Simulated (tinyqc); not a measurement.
Voltage acceleration of oxide breakdown, four models on the same data: one step of the calculation.

Field E = V/tox in MV/cm. Models: ln(t63/1 s) = a - c X with X = E (E model), -1/E (1/E model), ln V (power law, c the exponent n) or sqrt(E).

Problem. Projection to use conditions. Project to Vu, multiply by exp[(Ea q/kB)(1/Tu - 1/Ts)] and by ks; ten years are 3.15576e8 s. The largest voltage for ten years solves the same relation for V.

Values chosen for this exercise:

| symbol | value | unit | meaning |
|---|---|---|---|
| tox | 4 | nm | oxide thickness |
| Vu | 1.8 | V | use voltage |
| Ts | 398 | K | stress temperature |
| Tu | 328 | K | use temperature |
| Ea | 0.41 | eV | activation energy |
| ks | 3.1e-5 |  | factor for area and percentile |

Constants: q = 1.602176634e-19 C, kB = 1.380649e-23 J/K. Results are converted to the units shown.

| model | c | a |
|---|---|---|
| E | 3.2299664 | 33.804544 |
| 1/E | 263.12138 | -24.873072 |
| power | 29.279097 | 42.052575 |
| sqrt E | 19.470174 | 63.051955 |

Wanted: temperature factor; lifetime; largest voltage for ten years.

Solution.

temperature factor = 12.823

| model | lifetime (years) | largest voltage for ten years (V) |
|---|---|---|
| E | 0.0029442 | 0.79312 |
| 1/E | 4918.4 | 2.0134 |
| power | 0.77500 | 1.6494 |
| sqrt E | 0.035150 | 1.3412 |

The lifetimes span 6.22 decades, from the E model (most cautious) to the 1/E model; the allowed voltage spans 0.793 to 2.01 V. 1 of the four models pass ten years at Vu. Lifetimes beyond a thousand years are formal extrapolations.

Range of the model: All four laws are empirical fits; none is established far below the stress range.

Program tinyqc, `OMP_NUM_THREADS=1 python tinyqc.py 2070154 2070155 out.jsonl`; Intel Xeon 2.30GHz, shared host, one thread, about 0.01 s.
